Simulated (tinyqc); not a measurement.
Froehlich polaron in a polar crystal: one step, computed by the program tinyqc.

One electron in a parabolic band of mass m*, coupled to dispersionless LO phonons in the continuum model. Energies are in units of hbar omega unless marked, wave numbers in k_0 = sqrt(2 m* omega/hbar).

Question. Second-order perturbation theory. At T = 0 and k < k_0: E(k) = (k/k_0)^2 - alpha arcsin(k/k_0)/(k/k_0); so E(0) = -alpha, 1/m_p = (1 - alpha/6)/m*, and the mean number of phonons in the cloud at k = 0 is alpha/2. The Lee-Low-Pines variational state gives the same E(0) and m_p = m* (1 + alpha/6).

Inputs (values chosen for the exercise, modelled on cadmium telluride): LO phonon energy hbar omega = 21.7 meV; electron wave number k/k_0 = 0.22.

coupling constant alpha = 0.2652327

Give: energy shift at k = 0; E(k); m*/m_p, second order; m_p/m*, Lee-Low-Pines; phonons in the cloud.

Answer.

energy shift at k = 0 = -5.756 meV

E(k) = -0.2190 hbar omega

m*/m_p, second order = 0.9558

m_p/m*, Lee-Low-Pines = 1.044

phonons in the cloud = 0.1326
